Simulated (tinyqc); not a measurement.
Avalanche multiplication and breakdown of a junction from ionisation integrals: one step, computed by the program tinyqc. Command: `OMP_NUM_THREADS=1 python tinyqc.py 3014178 3014179 out.jsonl impact walk`. One thread of a shared host (Intel(R) Xeon(R) Processor @ 2.30GHz), about 0.01 s of CPU time with the checks.

Ionisation coefficients follow the local field. Position x runs through the depletion layer from the p side (x = 0), where electrons enter, to the n side (x = w), where holes enter. The built-in voltage is neglected.

Task: Coefficients at the critical field. alpha_n = a_n exp(-(b_n/F)^c), alpha_p = a_p exp(-(b_p/F)^c).

Inputs (values chosen for the exercise, modelled on GaAs): electron prefactor a_n = 196000 1/cm; electron field b_n = 562000 V/cm; hole prefactor a_p = 212000 1/cm; hole field b_p = 671000 V/cm; exponent c = 1.8.

Junction: one-sided abrupt p+n.

critical field F_m = 0.4979204 MV/cm

Give: alpha_n; alpha_p; ratio k = alpha_p/alpha_n; shorter ionisation length.

Result:

alpha_n = 56522 1/cm

alpha_p = 38311 1/cm

ratio k = alpha_p/alpha_n = 0.6778

shorter ionisation length = 0.1769 micrometre

Electrons ionise more readily at the peak field.
